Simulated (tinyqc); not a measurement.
Tamm state at the end of a one-band chain, step by step. Values are carried at full precision from step to step, so a last printed digit may differ when a step is redone from the rounded ones.

A half-infinite chain with site energy 0 and hopping -t, band E = -2t cos(ka); the end site has energy D. The surface Green function of the unperturbed half chain is g = (E -/+ sqrt(E^2 - 4t^2))/(2t^2), the root with |t g| <= 1 and Im g <= 0, and with the shift G = g/(1 - D g).

Values chosen for the exercise: t = 1.56 eV (hopping); D = 3.01 eV (shift of the end site); a = 3.4 angstrom (spacing); N = 7 (sites); E = -2.78 eV (energy in the band).

## The bound state

Amplitudes z^n solve the chain for E = -t (z + 1/z); the end site demands z = -t/D, bound if |z| < 1. Then E = D + t^2/D, weight on the end site 1 - z^2, decay length -a/ln|z|.

z = -0.5183
E = 3.8185 eV
weight on the end site = 0.7314
decay length of the amplitude = 5.173 angstrom

The state lies 0.6985 eV above the band, and its amplitude alternates in sign from site to site.

## A finite chain

Write H for N sites.

H (eV):
```
        1       2       3       4       5       6       7
1   3.010  -1.560       0       0       0       0       0
2  -1.560       0  -1.560       0       0       0       0
3       0  -1.560       0  -1.560       0       0       0
4       0       0  -1.560       0  -1.560       0       0
5       0       0       0  -1.560       0  -1.560       0
6       0       0       0       0  -1.560       0  -1.560
7       0       0       0       0       0  -1.560       0
```

## Levels of the finite chain

Diagonalise; give the weight of each level on site 1.

levels (eV): -2.8385  -2.0428  -0.8712  0.4722  1.7500  2.7219  3.8183

weights on site 1: 0.0057  0.0216  0.0438  0.0658  0.0769  0.0542  0.7320

The split-off level differs from the half-infinite value by -0.163 meV, the pull of the far end.

## Local density of states in the band

Form g and G at E; the surface density is -Im G/pi, the bulk density 1/(pi sqrt(4t^2 - E^2)).

g = -0.5712-0.2910i 1/eV
G = -0.2215-0.0357i 1/eV

densities (1/eV): clean end 0.0926, shifted end 0.0113, bulk 0.2247

## Checks

- Pole of G, 1 - D g(E) = 0, at the bound level: both 1.00000.

(tinyqc, `OMP_NUM_THREADS=1 python tinyqc.py 1451357 1451358 out.jsonl`, Intel(R) Xeon(R) Processor @ 2.30GHz, 1 thread, shared host, about 0.01 s.)
